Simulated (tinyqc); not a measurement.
Worked calculation: tight-binding t2g bands of a cubic perovskite. Values are carried at full precision from step to step, so a last printed digit may differ when a step is redone from the rounded ones.

Orbitals yz, zx, xy (X, Y, Z below) times spin. E_xy = Dt + 2t (2 - cos x - cos y) + 2 td (1 - cos z) + 4 t2 (1 - cos x cos y) with x = kx a and so on; yz and zx follow by cyclic change, without Dt. Spin-orbit term -(Dso/3) L.sigma + Dso/3 with (L_k)_ij = -i epsilon_kij in X, Y, Z: for Dt = 0 the quartet lies at 0 and the doublet at Dso.

Constants: hbar^2/2m0 = 3.80998211 eV angstrom^2.

Parameters, chosen for this exercise (of the size met in SrTiO3 and KTaO3; not measured data):
- t = 0.549 eV (strong hopping)
- td = 0.056 eV (weak hopping)
- t2 = 0.032 eV (diagonal hopping in the plane of the orbital)
- Dt = 0.019 eV (shift of xy (tetragonal field or confinement))
- k = (0.01, 0.06, 0) 2 pi/a (wave vector)
- Dso = 0.02 eV (spin-orbit splitting at Gamma)
- a = 3.887 angstrom (lattice constant)

## Orbital energies

Evaluate the three bands without spin-orbit coupling.

energies (eV): yz 0.0863, zx 0.0103, xy 0.1075

## The Hamiltonian

Add the spin-orbit term; + and - are the spin along z.

H(k) (eV), lower triangle (Hermitian):
```
          yz+       zx+      xy+      yz-     zx-     xy-
yz+    0.0930
zx+  -0.0067i    0.0170
xy+         0         0   0.1142
yz-         0         0   0.0067   0.0930
zx-         0         0  0.0067i  0.0067i  0.0170
xy-   -0.0067  -0.0067i        0        0       0  0.1142
```

## Levels and orbital weights

Diagonalise; the levels are twofold; weights summed over spin and averaged over the pair.

levels (eV): 0.0160  0.0913  0.1168

weights:
```
    pair 1  pair 2  pair 3
yz   0.007   0.909   0.084
zx   0.990   0.003   0.007
xy   0.004   0.087   0.909
```

The lowest pair is 99 % zx.

## Light and heavy masses without spin-orbit coupling

Along an axis in the plane of the orbital m/m0 = c/((t + 2 t2) a^2), and normal to it c/(td a^2); c = hbar^2/2m0.

masses (m0): light 0.411, heavy 4.503

ratio heavy/light = 10.95

## Levels at Gamma

At k = 0 the j_z = 3/2 pair stays at 0, and the other two pairs are E = (Dso + Dt)/2 -/+ sqrt((Dso + Dt)^2/4 - 2 Dso Dt/3).

levels at Gamma (eV): 0.0000  0.0082  0.0308

## Checks

- Levels at Gamma from the formula against the matrix: they agree to 1e-10 or better.

Computed by tinyqc, a small Python program: `OMP_NUM_THREADS=1 python tinyqc.py 1451833 1451834 out.jsonl` (the numbers bound the seed that draws the inputs); one thread of a shared host (Intel(R) Xeon(R) Processor @ 2.30GHz), about 0.01 s for the whole set of steps.
